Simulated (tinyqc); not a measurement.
Line shape against size: Raman line shape of confined optical phonons and breathing modes of small crystals. Computed by tinyqc, a small Python program. Command: `OMP_NUM_THREADS=1 python tinyqc.py 3014062 3014063 out.jsonl confine walk`. One thread of a shared host (Intel(R) Xeon(R) Processor @ 2.30GHz), about 0.02 s of CPU time with the checks.

Confinement in 2 direction(s) lets phonons with q away from zero scatter light. q is in units of 2 pi/a, from 0 to 1, and the branch is isotropic: omega(q)^2 = (omega_0^2 + omega_X^2)/2 + ((omega_0^2 - omega_X^2)/2) cos(pi q). The model and its constant beta are phenomenological; beta = 8 is the common choice.

Inputs (values chosen for the exercise, modelled on silicon): bulk frequency omega_0 = 520.5 1/cm; frequency at the zone boundary omega_X = 400 1/cm; natural width Gamma_0 = 2.9 1/cm; lattice constant a = 5.431 angstrom; size L = 2.9 nm; confinement constant beta = 4.

Shape: wire.

Method:
- Weight W(q) = q^1 exp(-(2 L q/a)^2/(2 beta)) dq, that is exp(-k^2 L^2/(2 beta pi^2)) for k = 2 pi q/a.
- Width q_c = a sqrt(2 beta)/(2 L), where the exponential falls to 1/e; curvature of the branch: omega(q) = omega_0 - c q^2, c = pi^2 (omega_0^2 - omega_X^2)/(8 omega_0); for small q_c the mean of q^2 is (number of confined directions) q_c^2/2, and the mean shift is -c times that.
- I(omega) = int W(q) / [(omega - omega(q))^2 + (Gamma_0/2)^2] dq / int W dq x (Gamma_0/2)^2, by 400 Gauss-Legendre points on 0 < q < min(1, 2.5 a sqrt(2 beta)/L).
- The peak is the maximum of I; the width is taken between the half-maximum points, and the asymmetry is the low-side half-width over the high-side one.

mean shift, quadratic estimate = -18.4414 1/cm

Line shape:
```
L (nm)  peak shift (1/cm)  full width (1/cm)  asymmetry  mean shift, quadratic estimate (1/cm)
3                 -3.2095             19.288        4.3                                -17.232
3.6               -2.6673              14.46     3.5805                                -11.967
4.4               -2.1785             10.786     2.9385                                -8.0110
5.5               -1.7346             8.0309     2.3757                                -5.1270
7                 -1.3442             6.0782     1.9135                                -3.1651
10               -0.89346             4.3831      1.449                                -1.5509
15               -0.52211             3.4419      1.158                               -0.68930
25               -0.22927             3.0094     1.0234                               -0.24815
```

The peak shift falls with exponent -1.01 at the small end and -1.61 at the large end. For still larger L it tends to the mean shift, which goes as 1/L^2; the ratio is 0.19 in the first row and 0.92 in the last. The width exceeds Gamma_0 by over 10 % for L up to 15 nm. In a wire the factor q lowers the weight at q = 0. Caution: below about 3 nm surface bonds and discrete modes make the bulk branch a poor guide.

Extremes, crossings and ranges named in words are read from the listed rows.
